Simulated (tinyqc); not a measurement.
Inside a calculation. Method: coherent transport through a tight-binding region between two chains. Computed by tinyqc, a small Python program that keeps every step. Settings: temperature = 77, mu = -0.45. Command: `OMP_NUM_THREADS=1 python tinyqc.py 22301 22302 out.jsonl` (the two numbers bound the seeds that draw the settings). One thread of a shared host (Intel(R) Xeon(R) Processor @ 2.60GHz), about 0.1 s of CPU time with the checks.

## Transmission at E = -0.52 eV

H of the central region (eV):
$$\begin{pmatrix}
0.000000 & -1.440000 & 0.000000 & 0.000000 & 0.000000 \\
-1.440000 & 0.000000 & -1.220000 & 0.000000 & 0.000000 \\
0.000000 & -1.220000 & 0.000000 & -1.440000 & 0.000000 \\
0.000000 & 0.000000 & -1.440000 & 0.000000 & -1.440000 \\
0.000000 & 0.000000 & 0.000000 & -1.440000 & 0.000000
\end{pmatrix}$$

Leads: semi-infinite chains with site energy 0:
```
parameter                           value
lead hopping t (eV)              2.650000
coupling to the left lead (eV)   0.360000
coupling to the right lead (eV)  0.270000
left contact site                       1
right contact site                      5
```

E = -0.520000 eV

Surface Green function g = (E - i sqrt(4 t^2 - E^2)) / (2 t^2); self-energy tc^2 g on each contact site; G = (E - H - Sigma)^(-1); Gamma = -2 Im Sigma; T = Gamma_L Gamma_R |G_LR|^2; local density of states -Im G_ii / pi.

g = -0.037024-0.375538i 1/eV

G (1/eV):
$$\begin{pmatrix}
-0.326283-0.019617i & 0.577044+0.004009i & 0.631074+0.024863i & -0.260997+0.005582i & -0.725323-0.022848i \\
0.577044+0.004009i & 0.206590-0.018069i & 0.226625-0.012434i & -0.093191+0.010818i & -0.260277+0.016340i \\
0.631074+0.024863i & 0.226625-0.012434i & -0.648280-0.034647i & 0.268341-0.001977i & 0.745181+0.033933i \\
-0.260997+0.005582i & -0.093191+0.010818i & 0.268341-0.001977i & 0.175854-0.009880i & 0.489606-0.001590i \\
-0.725323-0.022848i & -0.260277+0.016340i & 0.745181+0.033933i & 0.489606-0.001590i & -0.568379-0.034507i
\end{pmatrix}$$

local density of states (1/eV): [0.006244, 0.005751, 0.011028, 0.003145, 0.010984]

transmission = 0.002807

## Transmission across the band

The same steps on a grid of energies.

T(E):
```
E (eV)              T
-5.03500000  1.35e-09
-4.53150000  1.28e-08
-4.02800000  8.56e-08
-3.52450000  6.74e-07
-3.02100000  0.000009
-2.51750000  0.001048
-2.01400000  0.001576
-1.51050000  0.064613
-1.00700000  0.002807
-0.50350000  0.002922
0.00000000   0.985289
0.50350000   0.002922
1.00700000   0.002807
1.51050000   0.064613
2.01400000   0.001576
2.51750000   0.001048
3.02100000   0.000009
3.52450000   6.74e-07
4.02800000   8.56e-08
4.53150000   1.28e-08
5.03500000   1.35e-09
```

levels of the isolated region (eV): [-2.373942, -1.440000, 0.000000, 1.440000, 2.373942]

## Current

I = (2e/h) int T(E) [f(E - mu - V/2) - f(E - mu + V/2)] dE at 77 K with mu = -0.45 eV, the bias not changing H; 2e^2/h = 77.48092 microsiemens; the integral runs over the band on 4001 points.

Current:
```
V (volt)  I (microampere)
0.010000         0.002641
0.050000         0.013237
0.100000         0.026669
0.200000         0.054977
0.400000         0.125994
0.800000         0.808179
```
